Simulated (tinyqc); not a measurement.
Straight dislocations in isotropic elasticity: fields, energies, partials, Peierls stress and walls: one step, computed by the program tinyqc.

The line runs along z, the glide plane is y = 0, and beta is the angle between b and the line (0 screw, 90 degrees edge): b_e = b sin(beta) along +x with the extra half plane at y > 0, b_s = b cos(beta). Stress is positive in tension.

Question. Peierls-Nabarro core of the undissociated dislocation. Energy factor K = G [cos^2(beta) + sin^2(beta)/(1 - nu)]. Misfit energy gamma(u) = (gamma_us/2)(1 - cos(2 pi u/b)), so the largest restoring stress is tau_max = pi gamma_us/b; u(x) = b/2 + (b/pi) arctan(x/zeta), zeta = K b/(4 pi tau_max). Summing the misfit energy over atomic rows a' apart gives, for a wide core, W_P = (K b^2/pi) exp(-2 pi zeta/a') and sigma_P = (K b/a') exp(-2 pi zeta/a'); a' = b/2 for edge and 30-degree lines, b sqrt(3)/2 for screw and 60-degree lines.

Inputs (values chosen for the exercise, modelled on aluminium): Burgers vector b = 2.863 angstrom; unstable fault energy gamma_us = 168 mJ/m^2.

Character: edge.

energy factor K = 40.625 GPa

Constants: 1 eV/angstrom^3 = 160.2176634 GPa.

Give: tau_max; half width zeta; row spacing a'; Peierls barrier W_P; Peierls stress sigma_P.

Answer.

tau_max = 1.843 GPa

half width zeta = 5.021 angstrom

row spacing a' = 1.4315 angstrom

Peierls barrier W_P = 1.778e-06 meV/nm

Peierls stress sigma_P = 2.184e-05 MPa

Caution: so small a Peierls stress means only that the model finds negligible lattice resistance; its value is not a prediction.
